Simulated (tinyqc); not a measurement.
Thickness and doping from the maximum and minimum capacitance.

Inverse problem. A MOS capacitor has Cmax = Cox = eps0 eox/tox and 1/Cmin = 1/Cox + Wm/(eps0 eps_r), with Wm = sqrt(4 eps0 eps_r Vt ln(N/ni)/(q N)) and N well above ni. Find tox, Wm and N.

Values chosen for this exercise; band and dielectric values close to those of silicon: temperature T = 293 K; relative permittivity eps_r = 11.6; relative permittivity of the gate insulator (close to aluminium oxide) eox = 8.98.

Constants: q = 1.602176634e-19 C, kB = 1.380649e-23 J/K, Vt = kB T/q, eps0 = 8.8541878128e-14 F/cm where lengths are in cm. Results are converted to the units shown.

Cmax = 0.41847688 uF/cm^2
Cmin = 0.093604731 uF/cm^2
ni = 7.5016054e9 cm^-3

Solution. Cmax gives tox and the series difference Wm. N follows by iterating N = 4 eps0 eps_r Vt ln(N/ni)/(q Wm^2); ln(N/ni)/N falls steadily for N > e ni, so there is one root in that range.

tox = 19.0 nm
Wm = 85.2 nm
N = 1.50e17 cm^-3

Numbers from tinyqc (`OMP_NUM_THREADS=1 python tinyqc.py 2060004 2060005 out.jsonl`; about 0.01 s on one thread of a shared Intel Xeon 2.30GHz).
